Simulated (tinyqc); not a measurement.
# From junction depth x_j back to time t

Model: concentration-dependent dopant diffusion with charged defects and the built-in field. Computed by tinyqc, a small Python program. Command: `OMP_NUM_THREADS=1 python tinyqc.py 3010804 3010805 out.jsonl extrinsic inv`. One thread of a shared host (Intel(R) Xeon(R) Processor @ 2.30GHz), about 2 s of CPU time with the checks.

A constant source C_s feeds a half space. The dopant moves through neutral point defects and through charged ones, whose number grows with the majority carrier density n.

Inputs (values chosen for the exercise, modelled on phosphorus in silicon):

| quantity | value | unit |
|---|---|---|
| neutral prefactor D0x | 4.25 | cm^2/s |
| neutral activation energy E0 | 3.67 | eV |
| singly charged prefactor D01 | 4.25 | cm^2/s |
| activation energy E1 | 4.01 | eV |
| doubly charged prefactor D02 | 43.2 | cm^2/s |
| activation energy E2 | 4.37 | eV |
| surface concentration C_s | 2e+20 | 1/cm^3 |
| junction level C_B | 6.9e+15 | 1/cm^3 |
| temperature T | 1150 | C |

Field enhancement: on.

Constants: k_B = 8.617333262e-05 eV/K.

Method:
- n_i = 3.87e16 T^1.5 exp(-7014/T) per cm^3 (T in kelvin, an empirical form); each D = prefactor x exp(-E/(k_B T)); the intrinsic diffusivity D_i is their sum.
- Temperatures in kelvin are T(C) + 273.15.
- n = C/2 + sqrt(C^2/4 + n_i^2); D(C) = h [Dx + D1 (n/n_i) + D2 (n/n_i)^2], h = 1 + C/sqrt(C^2 + 4 n_i^2).
- With y = x/sqrt(D_s t), u = C/C_s and q = -(D/D_s) du/dy: du/dy = -q D_s/D, dq/dy = -(y/2) q D_s/D, u(0) = 1. The surface flux q(0) is shot so that u tends to 0 (LSODA, an adaptive multistep solver, relative tolerance 1e-10). Dose Q = 2 q(0) C_s sqrt(D_s t).
- The junction lies where C = C_B.

Question. A run gave the result below. Find the time t, known to lie between 240 and 830 s.

junction depth x_j = 1111.661 nm

Answer.

Each step takes the trial c = (a f_b - b f_a)/(f_b - f_a), f being the result less the target and a, b, c the logarithms of the listed values; c replaces end b, the old b replaces a if the sign of f changed, and otherwise f_a is halved.

Scan of the range:

| time t (s) | junction depth x_j (nm) |
|---|---|
| 240 | 820.27 |
| 295 | 909.42 |
| 363 | 1008.80 |
| 446 | 1118.20 |
| 549 | 1240.62 |
| 675 | 1375.64 |
| 830 | 1525.42 |

False position (Illinois rule, in the logarithm of the input) inside the bracket:

| step | end a | end b | trial | junction depth x_j (nm) |
|---|---|---|---|---|
| 1 | 363.000 | 446.000 | 440.545 | 1111.34 |
| 2 | 446.000 | 440.545 | 440.799 | 1111.66 |
| 3 | 446.000 | 440.799 | 440.800 | 1111.66 |
| 4 | 440.799 | 440.800 | 440.800 | 1111.66 |

Junction depth x_j rises at every point of a 13-point scan of the range (every second point is shown), so one value fits; it is bracketed by 363 and 446. The scan shows a pure power law with exponent 0.5000, so scaling from any one row also gives the answer directly. Answer: time t = 440.8 s.

Caution: at such concentrations dopants can cluster or exceed their solubility; the active fraction and the diffusivity then fall below the model. Caution: heavily doped phosphorus shows a kink and a deep tail, which this model leaves out.
